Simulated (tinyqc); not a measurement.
Character of the line: straight dislocations in isotropic elasticity: fields, energies, partials, Peierls stress and walls. Computed by tinyqc, a small Python program. Command: `OMP_NUM_THREADS=1 python tinyqc.py 3023066 3023067 out.jsonl disloc walk`. One thread of a shared host (Intel(R) Xeon(R) Processor @ 2.30GHz), about 0.01 s of CPU time with the checks.

The line runs along z, the glide plane is y = 0, and beta is the angle between b and the line (0 screw, 90 degrees edge): b_e = b sin(beta) along +x with the extra half plane at y > 0, b_s = b cos(beta). Stress is positive in tension.

Inputs (values chosen for the exercise, for a model fcc or diamond crystal):

| quantity | value | unit |
|---|---|---|
| shear modulus G | 56.2 | GPa |
| Poisson ratio nu | 0.22 | - |
| Burgers vector b | 3.832 | angstrom |
| stacking-fault energy gamma | 82.4 | mJ/m^2 |
| dislocation density rho | 2.1e+11 | 1/m^2 |
| core radius r0/b | 1 | - |

Character: 60-degree.

Constants: 1 eV/angstrom^3 = 160.2176634 GPa.

Method:
- Energy factor K = G [cos^2(beta) + sin^2(beta)/(1 - nu)].
- E = K b^2/(4 pi) ln(R/r0) with R = 1/(2 sqrt(rho)); tension T = E + d^2E/d(beta)^2 = G b^2 [1 + nu - 3 nu sin^2(beta)]/(4 pi (1 - nu)) ln(R/r0). The core energy is taken into r0.
- Shockley partials have b_p = b/sqrt(3) at the angles beta -/+ 30 degrees; their repulsion balances the fault at d = G b_p^2/(8 pi gamma) (2 - nu)/(1 - nu) [1 - 2 nu cos(2 beta)/(2 - nu)].
- E = K b^2/(4 pi) ln(R/r0); T = G b^2 [1 + nu - 3 nu sin^2(beta)]/(4 pi (1 - nu)) ln(R/r0).

ln(R/r0) = 7.95413

From screw to edge:

| beta (degrees) | K (GPa) | E (eV/nm) | T (eV/nm) | d (nm) |
|---|---|---|---|---|
| 0 | 56.200 | 32.603 | 50.995 | 2.2820 |
| 15 | 57.262 | 33.219 | 49.147 | 2.3824 |
| 30 | 60.163 | 34.902 | 44.098 | 2.6566 |
| 45 | 64.126 | 37.201 | 37.201 | 3.0313 |
| 60 | 68.088 | 39.500 | 30.304 | 3.4059 |
| 75 | 70.989 | 41.183 | 25.255 | 3.6802 |
| 90 | 72.051 | 41.799 | 23.407 | 3.7806 |

What does the comparison show, and why?

The edge costs 1/(1 - nu) = 1.282 times the screw in energy, yet its tension is only (1 - 2 nu)/(1 + nu) = 0.459 of the screw value, so loops under stress are elongated along b. The edge splits 1.66 times as widely, (2 + nu)/(2 - 3 nu), since there the larger, edge parts of the partials repel with the factor 1/(1 - nu) and the small screw parts attract, while in the screw the roles are exchanged.
